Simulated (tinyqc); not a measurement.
Against the doping: grain-boundary trapping model (Seto) of a polycrystalline semiconductor film. Computed by tinyqc, a small Python program. Command: `OMP_NUM_THREADS=1 python tinyqc.py 3000270 3000271 out.jsonl poly walk`. One thread of a shared host (Intel(R) Xeon(R) Processor @ 2.30GHz), about 0.01 s of CPU time with the checks.

Grains of equal size L are joined by thin boundaries with one trap level. Trapped carriers deplete a width W on each side and raise a barrier, crossed by thermionic emission. Dopants are fully ionised, statistics are non-degenerate and mu_g does not depend on T.

Inputs (values chosen for the exercise, modelled on polycrystalline silicon): permittivity eps = 11.7; effective mass m = 0.41 m_0; effective density of states at 300 K, N_c = 2.1e+19 1/cm^3; grain size L = 260 nm; trap density Q_t = 5.7e+12 1/cm^2; trap level E_t below the band edge = 0.37 eV; temperature T = 200 K.

Grain interior: neglected.

Constants: e = 1.602176634e-19 C; eps_0 = 8.8541878128e-12 F/m; k_B = 8.617333262e-05 eV/K; m_0 = 9.1093837015e-31 kg; k_B = 1.380649e-23 J/K.

Method:
- If all traps fill, the grain is just depleted at N* = Q_t/L, with the barrier e Q_t L/(8 eps eps_0).
- N_c(T) = N_c (T/300 K)^(3/2). Filled traps Q = Q_t/(1 + (1/2) exp((E_t* - E_F)/k_B T)), where E_t* = e V_B - E_t and E_F are counted from the band edge at the grain centre. Partial depletion: Q = 2 N W, V_B = e N W^2/(2 eps eps_0), E_F = k_B T ln(N/N_c); solve for W. If that W would exceed L/2 the grain is fully depleted: W = L/2, Q = N L, and E_F follows from the trap equation. Centre density n_0 = N_c exp(E_F/k_B T).
- Boundary: sigma_b = L e^2 n_0 exp(-e V_B/k_B T)/sqrt(2 pi m k_B T); rho = 1/sigma_b. Mean carrier density n_av = n_0 [(1 - 2W/L) + (2W/L) (sqrt(pi)/2) erf(y)/y], y = sqrt(e V_B/k_B T); effective mobility 1/(e n_av rho).

N* = 2.19231e+17 1/cm^3

The same film:
```
N (1/cm^3)  W (nm)  V_B (V)  mean density (1/cm^3)  mobility (cm^2/(V s))  rho (ohm cm)
6.60e+15    130.00  0.08625             4.9665e+09             8.7746e+01    1.4322e+07
2.20e+16    130.00  0.28751             1.1543e+15             1.3568e-03    3.9855e+06
5.50e+16     86.43  0.31769             2.5982e+16             1.0817e-04    2.2208e+06
1.10e+17     61.53  0.32202             6.8612e+16             6.3728e-05    1.4274e+06
1.80e+17     48.29  0.32460             1.2679e+17             4.8594e-05    1.0130e+06
2.60e+17     40.27  0.32611             1.9586e+17             4.1633e-05    7.6542e+05
4.40e+17     31.01  0.32727             3.5638e+17             3.6192e-05    4.8391e+05
8.80e+17     21.86  0.32516             7.6222e+17             3.8248e-05    2.1409e+05
2.20e+18     12.79  0.27836             2.0313e+18             5.4218e-04    5.6673e+03
8.80e+18      3.24  0.07138             8.6759e+18             8.3459e+01    8.6200e-03
```

The barrier peaks among these rows at N = 4.4e17 (0.327 V) and the mobility has its minimum at 4.4e17; N* is 2.2e17. While the grain is fully depleted (W = L/2) V_B grows as N; once all traps are filled it falls as 1/N (last exponent -0.98). From 5.5e16 to 8.8e17 it is pinned, because the trap level has met E_F and the traps fill only in part. Partly depleted rows (W < L/2) with e V_B below 2 k_B T stretch the depletion approximation. Where the barrier is low the mobility is too high, because scattering inside the grains is left out. Where N approaches N_c the non-degenerate statistics fail. rho drops most steeply, as N^-9.7, between 2.2e18 and 8.8e18.

Extremes, crossings and ranges named in words are read from the listed rows.
